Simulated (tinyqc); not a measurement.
Hole mobility in a silicon inversion layer, empirical terms and Matthiessen rule: one step of the calculation.

Inversion layer of sheet density Ns on a uniformly doped body. The mobility terms are empirical power laws with prefactors chosen for the exercise; adding their inverses (Matthiessen) is itself an approximation.

Question. Split C-V extraction. Q(Vg) is the trapezoid sum of Cgc from the first point (where Q is taken as 0); mu_eff = I/((W/L) Q Vd); mu_FE = (dI/dVg)/((W/L) Cox Vd) with a backward difference. Listed from point 4 on.

Values chosen for this exercise; material values close to those of silicon: gate capacitance Cox = 0.81 uF/cm^2; ratio W/L WL = 10; drain voltage Vd = 0.02 V.

```
point  Vg (V)  Cgc (uF/cm^2)         I (uA)
0         0.1   4.2471998e-5  2.0311861e-10
1        0.15   2.0815863e-4   4.8799321e-9
2         0.2   0.0010193884   1.1713840e-7
3        0.25   0.0049727059   2.7998496e-6
4         0.3    0.023806321   6.5559173e-5
5        0.35     0.10469381   0.0013971590
6         0.4     0.34115565    0.021017496
7        0.45     0.63264111     0.14925376
8         0.5     0.76618254     0.49319459
9        0.55     0.80065924      1.0334713
10        0.6     0.80807688      1.7090734
11       0.65     0.80960695      2.4768579
12        0.7     0.80991979      3.3093249
```

Give: Q; mu_eff; mu_FE.

Answer.

```
point  Q (uC/cm^2)  mu_eff (cm^2/(V s))  mu_FE (cm^2/(V s))
4         9.062e-4               0.3617            0.007748
5         0.004119                1.696              0.1644
6          0.01526                6.884               2.422
7          0.03961                18.84               15.83
8          0.07458                33.06               42.46
9           0.1138                45.43               66.70
10          0.1540                55.50               83.41
11          0.1944                63.70               94.79
12          0.2349                70.44               102.8
```

At the last point mu_FE is 46 % above mu_eff.

tinyqc, about 0.01 s, one thread, Intel Xeon 2.30GHz (shared host): `OMP_NUM_THREADS=1 python tinyqc.py 2510083 2510084 out.jsonl`
